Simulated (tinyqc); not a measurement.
Sweep of a biaxial (001) strain: strain-driven crossing of the Gamma and L valleys in a germanium-like crystal.

Biaxial loads: e0 is the in-plane strain e_par and the normal is free. (001): e_perp = -2 (C12/C11) e_par; exx = eyy = e_par, ezz = e_perp, no shear. (111): e_perp = -(2 C11 + 4 C12 - 4 C44)/(C11 + 2 C12 + 4 C44) e_par; exx = eyy = ezz = (2 e_par + e_perp)/3 and exy = eyz = ezx = (e_perp - e_par)/3. (110): e_perp = -(C11 + 3 C12 - 2 C44)/(C11 + C12 + 2 C44) e_par; exx = eyy = (e_par + e_perp)/2, ezz = e_par, exy = (e_perp - e_par)/2, eyz = ezx = 0. Uniaxial loads: a stress along n, scaled so that n.e.n = e0, with exx = s11 sxx + s12 (syy + szz), exy = s44 sxy/2, s11 = (C11 + C12)/((C11 - C12)(C11 + 2 C12)), s12 = -C12/((C11 - C12)(C11 + 2 C12)), s44 = 1/C44.

Edges from the unstrained valence top: Gamma at Eg + ac tr(e); an L valley with unit axis u at EgL + aL tr(e) + XuL (u.e.u - tr(e)/3), u along [111], [1-1-1], [-11-1], [-1-11]; valence edges are the levels of the 6 x 6 matrix of X, Y, Z times spin with -Dso/3 + l exx + m (eyy + ezz) on the diagonal (cyclic), n exy off it, l = av + 2 b, m = av - b, n = sqrt(3) d. Spin-orbit term (Dso/3) L.sigma on X, Y, Z with (L_k)_ij = -i epsilon_kij: <X+|H|Y+> = -i Dso/3, <X+|H|Z-> = Dso/3, <Y+|H|Z-> = -i Dso/3, <Z+|H|X-> = -Dso/3, <Z+|H|Y-> = i Dso/3, <X-|H|Y-> = i Dso/3, and their conjugates; + and - are the spin along z.

Constants: kB = 8.617333262e-05 eV/K.

Parameters, chosen for this exercise (near those of Ge, gaps at low temperature; not measured data): Eg = 0.906 eV (gap at Gamma to the s-like level); EgL = 0.753 eV (gap to L); Dso = 0.292 eV (spin-orbit splitting); ac = -8.13 eV (conduction deformation potential); av = 1.23 eV (valence hydrostatic potential); b = -2.5 eV (tetragonal shear potential); d = -5.3 eV (trigonal shear potential); aL = -1.55 eV (hydrostatic potential of the L edge, Xd + Xu/3); XuL = 16.35 eV (uniaxial potential, L); C11 = 129.5 GPa; C12 = 47.5 GPa; C44 = 67.1 GPa; load = biaxial (001) (kind of strain); mG = 0.039 m0 (mass at Gamma); mL = 0.576 m0 (density-of-states mass of the four L valleys together); T = 300 K (temperature).

The valence splitting is the distance of the top two edges. Share in Gamma = mG^(3/2)/(mG^(3/2) + (mL^(3/2)/4) sum_i exp(-(E_Li - E_Gamma)/kT)).

Results:

| e0 (%) | direct gap (eV) | indirect gap (eV) | Gamma - L (meV) | valence splitting (meV) | share in Gamma (%) |
|---|---|---|---|---|---|
| 0.00 | 0.906 | 0.753 | 153 | 0 | 0.00474 |
| 0.34 | 0.850 | 0.725 | 125 | 31 | 0.0142 |
| 0.69 | 0.789 | 0.693 | 96 | 65 | 0.0438 |
| 1.37 | 0.665 | 0.626 | 39 | 138 | 0.391 |
| 1.71 | 0.601 | 0.591 | 11 | 176 | 1.16 |
| 2.06 | 0.535 | 0.553 | -19 | 217 | 3.50 |
| 2.40 | 0.469 | 0.516 | -47 | 257 | 9.79 |

Give the missing row, e0 (%) = 1.03.

Computed row:
```
e0 (%)  direct gap (eV)  indirect gap (eV)  Gamma - L (meV)  valence splitting (meV)  share in Gamma (%)
1.03              0.728              0.661               67                      101               0.131
```

Gamma drops below the lowest L valley between e0 = 1.71 and 2.06 %. The direct gap goes from 0.906 to 0.469 eV; of that change -0.153 eV comes from the rise of the valence top through the shear terms and the rest from the volume. The share in Gamma goes from 0.00474 to 9.79 %.

Computed by tinyqc, a small Python program: `OMP_NUM_THREADS=1 python tinyqc.py 1080578 1080579 out.jsonl` (the numbers bound the seed that draws the inputs); one thread of a shared host (Intel(R) Xeon(R) Processor @ 2.30GHz), about 0.01 s for the whole set of steps.
